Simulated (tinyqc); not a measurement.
Worked calculation: RKS/exchange-only LDA in the 6-31g basis, for H2, spin multiplicity 1. Computed by tinyqc, a small Python program that keeps every step (integrals from PySCF). Settings: charge = 0, multiplicity = 1, basis = 6-31g, energy threshold = 1e-08, iteration cap = 90, orthogonalisation = canonical, start = core, DIIS depth = 0, method = RKS, functional = Slater exchange alone, grid = [15, 26]. Command: `OMP_NUM_THREADS=1 python tinyqc.py 29032 29033 out.jsonl` (the two numbers bound the seeds that draw the settings). One thread of a shared host (Intel(R) Xeon(R) Processor @ 2.60GHz), about 0.1 s of CPU time with the checks. Later iterations appear only in the table of the cycle.

## One-electron integrals

Geometry (angstrom):
```
atom,x,y,z
H,0.00000,0.00000,0.00000
H,0.00000,0.00000,0.77200
```

Basis 6-31g: exponents (1/bohr^2) and contraction coefficients of normalised primitives:
```
element,l (shell),exponent,coefficient
H,s (1),18.73114,0.03349
H,s (1),2.82539,0.23473
H,s (1),0.64012,0.81376
H,s (2),0.16128,1.00000
```

Overlap, kinetic and nuclear-attraction integrals over the contracted functions; the nuclear repulsion is the sum of Za Zb / Rab.

nuclear repulsion = 0.6854627 hartree

overlap S, lower triangle:
```
,1H 1s,1H 2s,2H 1s,2H 2s
1H 1s,1.00000
1H 2s,0.65829,1.00000
2H 1s,0.42700,0.49763,1.00000
2H 2s,0.49763,0.84230,0.65829,1.00000
```

kinetic energy T (hartree), lower triangle:
```
,1H 1s,1H 2s,2H 1s,2H 2s
1H 1s,1.39568
1H 2s,0.25974,0.24192
2H 1s,0.19883,0.15948,1.39568
2H 2s,0.15948,0.18045,0.25974,0.24192
```

nuclear attraction V (hartree), lower triangle:
```
,1H 1s,1H 2s,2H 1s,2H 2s
1H 1s,-2.32979
1H 2s,-1.16759,-1.16091
2H 1s,-0.95927,-0.91412,-2.32979
2H 2s,-0.91412,-1.02087,-1.16759,-1.16091
```

core Hamiltonian H = T + V (hartree), lower triangle:
```
,1H 1s,1H 2s,2H 1s,2H 2s
1H 1s,-0.93411
1H 2s,-0.90786,-0.91900
2H 1s,-0.76044,-0.75464,-0.93411
2H 2s,-0.75464,-0.84042,-0.90786,-0.91900
```

## Two-electron integrals

Functions are numbered as in S; the eight-fold symmetry (ij|kl) = (ji|kl) = (kl|ij) leaves the list below.

Two-electron integrals (ij|kl) in chemists' order, unique and non-zero (hartree):
```
i,j,k,l,(ij|kl)
1,1,1,1,1.07657
2,1,1,1,0.57847
2,1,2,1,0.32942
2,2,1,1,0.58740
2,2,2,1,0.36130
2,2,2,2,0.45315
3,1,1,1,0.37833
3,1,2,1,0.21581
3,1,2,2,0.23624
3,1,3,1,0.17531
3,2,1,1,0.33265
3,2,2,1,0.20220
3,2,2,2,0.24494
3,2,3,1,0.17145
3,2,3,2,0.18727
3,3,1,1,0.64227
3,3,2,1,0.39782
3,3,2,2,0.49136
3,3,3,1,0.37833
3,3,3,2,0.43031
3,3,3,3,1.07657
4,1,1,1,0.43031
4,1,2,1,0.24596
4,1,2,2,0.27136
4,1,3,1,0.17145
4,1,3,2,0.16401
4,1,3,3,0.33265
4,1,4,1,0.18727
4,2,1,1,0.47190
4,2,2,1,0.29197
4,2,2,2,0.37104
4,2,3,1,0.20821
4,2,3,2,0.22590
4,2,3,3,0.47190
4,2,4,1,0.22590
4,2,4,2,0.32149
4,3,1,1,0.39782
4,3,2,1,0.24625
4,3,2,2,0.30865
4,3,3,1,0.21581
4,3,3,2,0.24596
4,3,3,3,0.57847
4,3,4,1,0.20220
4,3,4,2,0.29197
4,3,4,3,0.32942
4,4,1,1,0.49136
4,4,2,1,0.30865
4,4,2,2,0.40623
4,4,3,1,0.23624
4,4,3,2,0.27136
4,4,3,3,0.58740
4,4,4,1,0.24494
4,4,4,2,0.37104
4,4,4,3,0.36130
4,4,4,4,0.45315
```

## Orthogonalisation

S = U s U^T; canonical form X = U s^(-1/2), so that X^T S X = 1. Each column of U has its largest component positive (the first on a tie).

eigenvalues of S: 0.10281  0.46022  0.62790  2.80908

X:
```
,1,2,3,4
1H 1s,-0.71305,0.79954,0.84443,0.27067
1H 2s,2.08685,-0.66871,0.28853,0.32362
2H 1s,0.71305,0.79954,-0.84443,0.27067
2H 2s,-2.08685,-0.66871,-0.28853,0.32362
```

## Starting guess

The start is the orbitals of the core Hamiltonian; D = 2 C_occ C_occ^T.

D at the start, lower triangle:
```
,1H 1s,1H 2s,2H 1s,2H 2s
1H 1s,0.37617
1H 2s,0.15164,0.06113
2H 1s,0.37617,0.15164,0.37617
2H 2s,0.15164,0.06113,0.15164,0.06113
```

## Iteration 1: exchange-correlation on the grid

Becke grid with 15 radial and 26 angular points per atom, points of zero weight dropped. rho = sum D_ij phi_i phi_j; V_xc,ij = sum w v_xc phi_i phi_j; v_xc is d(rho eps)/d rho.

The 16 grid points with the largest w rho, of 774 (bohr, atomic units):
```
x,y,z,w,rho,eps_xc,v_xc
1.16904,0.00000,1.45887,0.33826,0.03981,-0.25219,-0.33625
-1.16904,0.00000,1.45887,0.33826,0.03981,-0.25219,-0.33625
0.00000,1.16904,1.45887,0.33826,0.03981,-0.25219,-0.33625
0.00000,-1.16904,1.45887,0.33826,0.03981,-0.25219,-0.33625
0.00000,-1.16904,0.00000,0.33826,0.03981,-0.25219,-0.33625
0.00000,1.16904,0.00000,0.33826,0.03981,-0.25219,-0.33625
-1.16904,0.00000,0.00000,0.33826,0.03981,-0.25219,-0.33625
1.16904,0.00000,0.00000,0.33826,0.03981,-0.25219,-0.33625
0.56569,0.00000,0.89318,0.07605,0.17432,-0.41258,-0.55010
-0.56569,0.00000,0.89318,0.07605,0.17432,-0.41258,-0.55010
0.00000,0.56569,0.89318,0.07605,0.17432,-0.41258,-0.55010
0.00000,-0.56569,0.89318,0.07605,0.17432,-0.41258,-0.55010
0.00000,-0.56569,0.56569,0.07605,0.17432,-0.41258,-0.55010
0.00000,0.56569,0.56569,0.07605,0.17432,-0.41258,-0.55010
0.56569,0.00000,0.56569,0.07605,0.17432,-0.41258,-0.55010
-0.56569,0.00000,0.56569,0.07605,0.17432,-0.41258,-0.55010
```

electrons on the grid, sum of w rho = 1.99709

E_xc = sum of w rho eps_xc = -0.6430093 hartree

V_xc (hartree), lower triangle:
```
,1H 1s,1H 2s,2H 1s,2H 2s
1H 1s,-0.48490
1H 2s,-0.25682,-0.23426
2H 1s,-0.21241,-0.20233,-0.48490
2H 2s,-0.20233,-0.20917,-0.25682,-0.23426
```

## Iteration 1: building the Kohn-Sham matrix

J_ij = sum D_kl (ij|kl); F = H + J + V_xc; E = tr D H + tr D J / 2 + E_xc + E_nn.

Coulomb J (hartree), lower triangle:
```
,1H 1s,1H 2s,2H 1s,2H 2s
1H 1s,1.58235
1H 2s,0.91679,1.04121
2H 1s,0.70577,0.71764,1.58235
2H 2s,0.71764,0.91047,0.91679,1.04121
```

Kohn-Sham matrix F (hartree), lower triangle:
```
,1H 1s,1H 2s,2H 1s,2H 2s
1H 1s,0.16334
1H 2s,-0.24789,-0.11204
2H 1s,-0.26708,-0.23933,0.16334
2H 2s,-0.23933,-0.13912,-0.24789,-0.11204
```

total energy of this density = -0.9802376 hartree

## Iteration 1: diagonalisation and new density

Diagonalise F' = X^T F X, C = X C', fill 1 alpha and 1 beta electrons from the bottom; D = 2 C_occ C_occ^T. Each column has its largest component positive (the first on a tie).

F' = X^T F X (hartree), lower triangle:
```
,1,2,3,4
1,0.72440
2,0.00000,0.68473
3,-0.51235,0.00000,0.60999
4,0.00000,-0.01196,0.00000,-0.23852
```

orbital energies (hartree): MO1 -0.23868, MO2 0.15166, MO3 0.68489, MO4 1.18273

coefficients C:
```
,MO1,MO2,MO3,MO4
1H 1s,0.28100,0.15395,0.79597,-1.09444
1H 2s,0.31494,1.60640,-0.67285,1.36297
2H 1s,0.28100,-0.15395,0.79597,1.09444
2H 2s,0.31494,-1.60640,-0.67285,-1.36297
```

D after iteration 1, lower triangle:
```
,1H 1s,1H 2s,2H 1s,2H 2s
1H 1s,0.15792
1H 2s,0.17699,0.19837
2H 1s,0.15792,0.17699,0.15792
2H 2s,0.17699,0.19837,0.17699,0.19837
```

## Iteration 2: exchange-correlation on the grid

As before.

The 16 grid points with the largest w rho, of 774 (bohr, atomic units):
```
x,y,z,w,rho,eps_xc,v_xc
-1.16904,0.00000,0.00000,0.33826,0.04009,-0.25276,-0.33702
0.00000,1.16904,0.00000,0.33826,0.04009,-0.25276,-0.33702
0.00000,-1.16904,0.00000,0.33826,0.04009,-0.25276,-0.33702
1.16904,0.00000,0.00000,0.33826,0.04009,-0.25276,-0.33702
0.00000,-1.16904,1.45887,0.33826,0.04009,-0.25276,-0.33702
1.16904,0.00000,1.45887,0.33826,0.04009,-0.25276,-0.33702
0.00000,1.16904,1.45887,0.33826,0.04009,-0.25276,-0.33702
-1.16904,0.00000,1.45887,0.33826,0.04009,-0.25276,-0.33702
1.64789,0.00000,0.00000,0.83722,0.01578,-0.18525,-0.24699
0.00000,1.64789,0.00000,0.83722,0.01578,-0.18525,-0.24699
-1.64789,0.00000,0.00000,0.83722,0.01578,-0.18525,-0.24699
0.00000,-1.64789,0.00000,0.83722,0.01578,-0.18525,-0.24699
0.00000,-1.64789,1.45887,0.83722,0.01578,-0.18525,-0.24699
-1.64789,0.00000,1.45887,0.83722,0.01578,-0.18525,-0.24699
0.00000,1.64789,1.45887,0.83722,0.01578,-0.18525,-0.24699
1.64789,0.00000,1.45887,0.83722,0.01578,-0.18525,-0.24699
```

electrons on the grid, sum of w rho = 1.99161

E_xc = sum of w rho eps_xc = -0.5210492 hartree

V_xc (hartree), lower triangle:
```
,1H 1s,1H 2s,2H 1s,2H 2s
1H 1s,-0.44437
1H 2s,-0.24512,-0.24531
2H 1s,-0.19478,-0.19189,-0.44437
2H 2s,-0.19189,-0.21712,-0.24512,-0.24531
```

## Iteration 2: building the Kohn-Sham matrix

As before.

Coulomb J (hartree), lower triangle:
```
,1H 1s,1H 2s,2H 1s,2H 2s
1H 1s,1.40782
1H 2s,0.83351,0.98258
2H 1s,0.62537,0.64968,1.40782
2H 2s,0.64968,0.85621,0.83351,0.98258
```

Kohn-Sham matrix F (hartree), lower triangle:
```
,1H 1s,1H 2s,2H 1s,2H 2s
1H 1s,0.02934
1H 2s,-0.31947,-0.18172
2H 1s,-0.32985,-0.29686,0.02934
2H 2s,-0.29686,-0.20133,-0.31947,-0.18172
```

total energy of this density = -1.0349699 hartree

## Iteration 2: diagonalisation and new density

As before.

F' = X^T F X (hartree), lower triangle:
```
,1,2,3,4
1,0.67063
2,0.00000,0.59131
3,-0.47935,0.00000,0.49348
4,0.00000,-0.06011,0.00000,-0.34022
```

orbital energies (hartree): MO1 -0.34408, MO2 0.09459, MO3 0.59518, MO4 1.06952

coefficients C:
```
,MO1,MO2,MO3,MO4
1H 1s,0.32139,0.19299,0.78054,-1.08824
1H 2s,0.28007,1.55663,-0.68809,1.41954
2H 1s,0.32139,-0.19299,0.78054,1.08824
2H 2s,0.28007,-1.55663,-0.68809,-1.41954
```

D after iteration 2, lower triangle:
```
,1H 1s,1H 2s,2H 1s,2H 2s
1H 1s,0.20658
1H 2s,0.18002,0.15688
2H 1s,0.20658,0.18002,0.20658
2H 2s,0.18002,0.15688,0.18002,0.15688
```

## Iteration 9 (converged): orbitals

converged F (hartree), lower triangle:
```
,1H 1s,1H 2s,2H 1s,2H 2s
1H 1s,0.05729
1H 2s,-0.30446,-0.16730
2H 1s,-0.31672,-0.28478,0.05729
2H 2s,-0.28478,-0.18842,-0.30446,-0.16730
```

As before.

F' = X^T F X (hartree), lower triangle:
```
,1,2,3,4
1,0.68138
2,0.00000,0.61035
3,-0.48622,0.00000,0.51774
4,0.00000,-0.04995,0.00000,-0.31898
```

orbital energies (hartree): MO1 -0.32166, MO2 0.10650, MO3 0.61303, MO4 1.09262

coefficients C:
```
,MO1,MO2,MO3,MO4
1H 1s,0.31307,0.18427,0.78391,-1.08974
1H 2s,0.28737,1.56794,-0.68507,1.40704
2H 1s,0.31307,-0.18427,0.78391,1.08974
2H 2s,0.28737,-1.56794,-0.68507,-1.40704
```

D after iteration 9, lower triangle:
```
,1H 1s,1H 2s,2H 1s,2H 2s
1H 1s,0.19603
1H 2s,0.17994,0.16517
2H 1s,0.19603,0.17994,0.19603
2H 2s,0.17994,0.16517,0.17994,0.16517
```

## Convergence

Stop when the energy changes by less than 1e-08 hartree and every element of the error matrix X^T (F D S - S D F) X is below 3e-05.

Course of the cycle:
```
iteration,E (hartree),change,largest element of the error matrix
1,-0.9802376,-,3.60e-01
2,-1.0349699,-5.47e-02,9.61e-02
3,-1.0386013,-3.63e-03,2.51e-02
4,-1.0388495,-2.48e-04,6.60e-03
5,-1.0388666,-1.72e-05,1.73e-03
6,-1.0388678,-1.19e-06,4.56e-04
7,-1.0388679,-8.20e-08,1.20e-04
8,-1.0388679,-5.66e-09,3.15e-05
9,-1.0388679,-3.91e-10,8.28e-06
```

PySCF RKS in the same basis, fine grid = -1.0395610 hartree

Converged in 9 iterations. The coarse grid moves the energy by +6.93e-04 hartree.

## Populations, bond orders and dipole

Mulliken: Z minus the diagonal of D S on the atom; Loewdin: the same with S^(1/2) D S^(1/2); Mayer order: 2 sum_s sum (D(s) S)_ij (D(s) S)_ji over the two atoms.

Charges (e):
```
atom,Mulliken,Loewdin
1H,0,0
2H,0,0.00000
```

Mayer bond orders:
```
pair,order
2-1,1.00000
```

dipole moment about the origin, x y z (debye): 0.00000  0.00000  0.00000
